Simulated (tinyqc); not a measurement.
# From one set of inputs to another, one input at a time

Model: equilibrium and kinetic segregation of a solute to boundaries and growing surfaces. Computed by tinyqc, a small Python program. Command: `OMP_NUM_THREADS=1 python tinyqc.py 3006040 3006041 out.jsonl segreg ladder`. One thread of a shared host (Intel(R) Xeon(R) Processor @ 2.30GHz), about 0.01 s of CPU time with the checks.

The inputs printed are set A. Inputs not listed in the table keep their values of set A, so the rows need not describe a real material.

Inputs (values chosen for the exercise, for a model alloy):

| quantity | value | unit |
|---|---|---|
| segregation energy Q | 0.719 | eV |
| total solute fraction x0 | 0.0064 | - |
| temperature T | 825 | K |
| grain size d | 27 | nm |
| boundary thickness delta | 0.52 | nm |
| atomic volume Omega | 19.2 | angstrom^3 |
| clean boundary energy gamma_0 | 0.69 | J/m^2 |
| bulk diffusivity D | 5.6e-18 | m^2/s |
| anneal time t | 1500 | s |

Isotherm: Langmuir-McLean.

Constants: k_B = 8.617333262e-05 eV/K; 1 eV/angstrom^2 = 16.02176634 J/m^2.

Method:
- With theta the solute fraction on boundary sites and x that in the grains, theta/(1 - theta) = [x/(1 - x)] exp[Q/(k_B T)].
- The coverage theta_inf is that for x = x0.
- Finite grains: boundary sites are the fraction f = 3 delta/d, and x0 = (1 - f) x + f theta; solve both equations for theta; share at boundaries = f theta/x0.
- Gibbs adsorption for this isotherm in a dilute matrix: gamma = gamma_0 + Gam_0 [k_B T ln(1 - theta)], Gam_0 = delta/Omega sites per area.
- McLean kinetics from a uniform start, fed from both sides, with a constant enrichment beta = theta_inf/x0: (theta - x0)/(theta_inf - x0) = 1 - exp(s^2) erfc(s), s = 2 sqrt(D t)/(beta delta); half filling at s = 0.7691, t = (0.7691 beta delta/2)^2/D. D is an input and does not follow T.

Each row keeps all changes above it:

| input moved | from | to | share of solute at boundaries (%) | boundary energy gamma (J/m^2) | time to half filling (s) |
|---|---|---|---|---|---|
| set A | - | - | 99.926 | 0.65381 | 172.15 |
| temperature T (K) | 825 | 1150 | 98.723 | 0.64020 | 141.57 |
| grain size d (nm) | 27 | 580 | 35.889 | -0.13735 | 141.57 |
| boundary thickness delta (nm) | 0.52 | 0.39 | 27.385 | 0.03492 | 79.63 |
| segregation energy Q (eV) | 0.719 | 0.478 | 12.959 | 0.51920 | 19.40 |
| total solute fraction x0 | 0.0064 | 0.00046 | 19.382 | 0.67542 | 55.65 |

Share of solute at boundaries goes from 99.9 to 19.4, a factor 0.194 in all. The largest single move comes from grain size d (a factor 0.364), and total solute fraction x0 works against it (a factor 1.50). Boundary energy gamma goes from 0.654 to 0.675, +0.0216 in all. The largest single move comes from grain size d (-0.778), but it runs against the net change; the largest move in the direction of the net change is segregation energy Q (+0.484). Time to half filling goes from 172 to 55.7, a factor 0.323 in all. The largest single move comes from segregation energy Q (a factor 0.244), and total solute fraction x0 works against it (a factor 2.87). The single moves hold for this order of the switches; the total does not depend on the order.

Caution (rows set A, temperature T): half of theta_inf exceeds the equilibrium coverage of grains of this size, so half filling is never reached in them. Caution (rows set A, temperature T): by the time of half filling the diffusion length reaches across the grain, so the real time is longer or half filling is never reached. Caution (rows grain size d, boundary thickness delta): gamma nears or passes zero; a compound usually precipitates before that. Caution (rows grain size d, boundary thickness delta): near saturation a single segregation energy is a poor picture. Caution (rows segregation energy Q): so much solute in the grains may exceed the solubility and is no longer dilute.

Extremes, crossings and ranges named in words are read from the listed rows.
